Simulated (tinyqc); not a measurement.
Worked calculation: Hubbard ring of 4 sites. Computed by tinyqc, a small Python program that keeps every step. Settings: hopping = 1.08, U = 5.5, mixing = 0.2, iteration cap = 86. Command: `OMP_NUM_THREADS=1 python tinyqc.py 27852 27853 out.jsonl` (the two numbers bound the seeds that draw the settings). One thread of a shared host (Intel(R) Xeon(R) Processor @ 2.60GHz), about 0.2 s of CPU time with the checks. Later iterations appear only in the table of the cycle.

## Mean-field iteration 1

one-body matrix (hopping and site energies) (eV):
```
           1          2          3          4
1   0.000000  -1.080000   0.000000  -1.080000
2  -1.080000   0.000000  -1.080000   0.000000
3   0.000000  -1.080000   0.000000  -1.080000
4  -1.080000   0.000000  -1.080000   0.000000
```

U = 5.500000 eV

electrons, up and down: 2  2

mixing = 0.200000

n(up) at the start (a guess, not normalised): 1 0.950000, 2 0.050000, 3 0.950000, 4 0.050000

n(down) at the start (a guess): 1 0.050000, 2 0.950000, 3 0.050000, 4 0.950000

H(up) = T + U n(down), H(down) = T + U n(up); fill the lowest levels; n(new) = n + mixing (n(out) - n); E = tr T (rho up + rho down) + U sum n_up n_down of the output.

levels, up (eV): -0.535000  0.275000  5.225000  6.035000

levels, down (eV): -0.535000  0.275000  5.225000  6.035000

energy = -1.567983 eV

n(up) after iteration 1: 1 0.947671, 2 0.052329, 3 0.947671, 4 0.052329

n(down) after iteration 1: 1 0.052329, 2 0.947671, 3 0.052329, 4 0.947671

## Mean-field iteration 2

As before.

levels, up (eV): -0.525361  0.287808  5.212192  6.025361

levels, down (eV): -0.525361  0.287808  5.212192  6.025361

energy = -1.568182 eV

n(up) after iteration 2: 1 0.945724, 2 0.054276, 3 0.945724, 4 0.054276

n(down) after iteration 2: 1 0.054276, 2 0.945724, 3 0.054276, 4 0.945724

## Mean-field iteration 3

As before.

levels, up (eV): -0.517316  0.298520  5.201480  6.017316

levels, down (eV): -0.517316  0.298520  5.201480  6.017316

energy = -1.568322 eV

n(up) after iteration 3: 1 0.944094, 2 0.055906, 3 0.944094, 4 0.055906

n(down) after iteration 3: 1 0.055906, 2 0.944094, 3 0.055906, 4 0.944094

## Convergence

Each step fills the lowest levels of T + U n(other spin) and sets n(new) = n + mixing (n(out) - n); stop when output and input agree to 1e-8.

Course of the cycle:

| iteration | E (eV) | largest \|n(out) - n(in)\| | mean \|n_up - n_down\| |
|---|---|---|---|
| 1 | -1.56798274 | 1.16e-02 | 0.876712 |
| 2 | -1.56818183 | 9.74e-03 | 0.875866 |
| 3 | -1.56832225 | 8.15e-03 | 0.875152 |
| 4 | -1.56842122 | 6.82e-03 | 0.874551 |
| 5 | -1.56849095 | 5.71e-03 | 0.874045 |
| 6 | -1.56854005 | 4.78e-03 | 0.873619 |
| 7 | -1.56857461 | 4.00e-03 | 0.873261 |
| 8 | -1.56859893 | 3.35e-03 | 0.872960 |
| 9 | -1.56861604 | 2.81e-03 | 0.872708 |
| 10 | -1.56862807 | 2.35e-03 | 0.872496 |
| 11 | -1.56863653 | 1.97e-03 | 0.872318 |
| ... | ... | ... | ... |
| 71 | -1.56865656 | 4.95e-08 | 0.871392 |
| 72 | -1.56865656 | 4.15e-08 | 0.871392 |
| 73 | -1.56865656 | 3.48e-08 | 0.871392 |
| 74 | -1.56865656 | 2.92e-08 | 0.871392 |
| 75 | -1.56865656 | 2.44e-08 | 0.871392 |
| 76 | -1.56865656 | 2.05e-08 | 0.871392 |
| 77 | -1.56865656 | 1.72e-08 | 0.871392 |
| 78 | -1.56865656 | 1.44e-08 | 0.871392 |
| 79 | -1.56865656 | 1.21e-08 | 0.871392 |
| 80 | -1.56865656 | 1.01e-08 | 0.871392 |
| 81 | -1.56865656 | 8.48e-09 | 0.871392 |

local moments n_up - n_down: 1 0.871392, 2 -0.871392, 3 0.871392, 4 -0.871392

Converged in 81 iterations. Before convergence this energy mixes input and output and is not variational, so it may rise towards its limit.

## Exact diagonalisation (36 states)

Lowest levels of the sector, and the double occupancy of the lowest state.

lowest levels (eV): -1.968856  -1.609620  -0.894229  -0.746870  -0.746870  0.000000

double occupancy per site = 0.056887

The mean-field solution above lies 0.4002 eV above the exact energy.

## The lowest level by Lanczos steps

From a random start vector (not printed): a_j = <q_j|H|q_j>, b_j = norm of the remainder after orthogonalising; the Ritz value is the lowest eigenvalue of the tridiagonal matrix of a and b so far.

Lanczos:

| j | a_j (eV) | b_j (eV) | lowest Ritz value (eV) |
|---|---|---|---|
| 1 | 5.055915 | 3.214685 | 5.05591518 |
| 2 | 5.442100 | 4.501395 | 2.02852884 |
| 3 | 4.386270 | 3.509332 | -0.52975860 |
| 4 | 5.951034 | 3.323918 | -1.28762505 |
| 5 | 3.880569 | 4.144521 | -1.57065633 |
| 6 | 6.765455 | 3.449380 | -1.77997631 |
| 7 | 6.848499 | 3.228652 | -1.84637602 |
| 8 | 5.581475 | 4.840891 | -1.86336678 |
| 9 | 4.031533 | 3.389531 | -1.89591952 |
| 10 | 7.566295 | 2.869240 | -1.93636540 |
